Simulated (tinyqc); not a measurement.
Changing the roughness of the surface sigma_1: X-ray reflectivity of a thin film on silicon: critical angles, Parratt recursion, fringes and roughness. Computed by tinyqc, a small Python program. Command: `OMP_NUM_THREADS=1 python tinyqc.py 3120969 3120970 out.jsonl xrr sweep`. One thread of a shared host (Intel(R) Xeon(R) Processor @ 2.30GHz), about 0.01 s of CPU time with the checks.

n = 1 - delta + i beta; the classical electron radius is r_e = 2.8179403e-6 nm. Layer 0 is vacuum, 1 the film, 2 the substrate.

Inputs (values chosen for the exercise, modelled on TiN on silicon, copper K-alpha radiation):
```
quantity                                        value     unit
wavelength lambda                             0.15406       nm
film density rho                                 5.21   g/cm^3
effective electrons per unit mass, film         0.465    mol/g
beta/delta, film                                 0.08        -
film thickness d                                 8.86       nm
roughness of the interface sigma_2                0.4       nm
substrate density                                2.33   g/cm^3
effective electrons per unit mass, substrate    0.507    mol/g
beta/delta, substrate                           0.023        -
grazing angle theta                              2.09  degrees
```

Constants: N_A = 6.02214076e+23 1/mol.

Method:
- delta = r_e lambda^2 rho_e/(2 pi), rho_e = density x electrons per mass x N_A; critical angle sqrt(2 delta), q_c = 4 sqrt(pi r_e rho_e).
- k_j = (2 pi/lambda) sqrt(sin^2 theta - 2 delta_j + 2 i beta_j); r_ij = (k_i - k_j)/(k_i + k_j) x exp(-2 k_i k_j sigma^2) (Nevot-Croce); r = (r_01 + r_12 p)/(1 + r_01 r_12 p), p = exp(2 i k_1 d); R = |r|^2.
- Far above the critical angle the period is d theta = lambda/(2 d), or 2 pi/d in q; the envelope runs between (|r_01| - |r_12 p|)^2 and (|r_01| + |r_12 p|)^2; contrast = 2 a b/(a^2 + b^2) with a = |r_01|, b = |r_12 p|; roughness factors on the amplitudes are about exp(-q^2 sigma^2/2).

One run for each value:
```
roughness of the surface sigma_1 (nm)    contrast  roughness factor, surface  reflectivity R
0.0                                    4.7417e-01                 1.0000e+00      2.5790e-05
0.2                                    5.5100e-01                 8.3780e-01      1.7280e-05
0.4                                    8.0720e-01                 4.9267e-01      5.1598e-06
0.6                                    9.8102e-01                 2.0335e-01      1.3487e-06
0.8                                    4.5645e-01                 5.8914e-02      1.6612e-06
1.0                                    9.9840e-02                 1.1980e-02      2.0935e-06
1.2                                    1.4616e-02                 1.7100e-03      2.2121e-06
1.4                                    1.5045e-03                 1.7131e-04      2.2310e-06
1.6                                    1.0914e-04                 1.2047e-05      2.2330e-06
```

What does the table show, and why?

Over the rows, contrast goes from 0.474 through a maximum among these rows, 0.981 at 0.600, to 1.09e-4; roughness factor, surface falls from 1.00 to 1.20e-5; reflectivity R goes from 2.58e-5 through a minimum among these rows, 1.35e-6 at 0.600, to 2.23e-6. The contrast is largest at sigma_1 = 0.6 nm among these rows, where the two amplitudes are most nearly equal.

Extremes, crossings and ranges named in words are read from the listed rows.
